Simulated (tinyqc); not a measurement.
From results back to parameters: hydrogenic donor in a hard-walled well (variational). Two cases, with inputs chosen for the exercise.

Problem. The binding energy was computed from a hidden position zi >= 0.

Trial function cos(pi z/L) exp(-r/lam), r measured from the donor at zi, walls at +/- L/2, one eps everywhere. Counted from the lowest subband, E(lam) = c/(m lam^2) - (q/eps) I0/I1, with I0 the integral of cos^2(pi z/L) exp(-2|z - zi|/lam) over the well and I1 the same with the factor (|z - zi| + lam/2); c = hbar^2/2m0, q = e^2/(4 pi eps0). The binding energy is -E at the minimum.

Constants: hbar^2/2m0 = 3.80998211 eV angstrom^2; e^2/(4 pi eps0) = 14.39964547 eV angstrom.

Find: zi; 2 zi/L.

Method. The binding falls steadily from the centre to the wall, so bisection in zi, with the minimum over lam at each step, finds one position.

Case 1.

Values chosen (out of a larger set: near those of Si, with one mean mass; not measured data): m = 0.289 m0 (mass); eps = 11.6 (dielectric constant); L = 48 angstrom (well width).

binding energy = 35.3348 meV

Solution.

zi = 14.0 angstrom
2 zi/L = 0.58

Case 2.

Values chosen (out of a larger set: near those of GaN; not measured data): m = 0.209 m0 (mass); eps = 9.6 (dielectric constant); L = 52 angstrom (well width).

binding energy = 50.5476 meV

Solution.

zi = 6.0 angstrom
2 zi/L = 0.23

Computed by tinyqc, one run a case: `OMP_NUM_THREADS=1 python tinyqc.py N N+1 out.jsonl` with N = 1250606, 1250630; one thread of a shared Intel(R) Xeon(R) Processor @ 2.30GHz, about 0.03 s a run at most.
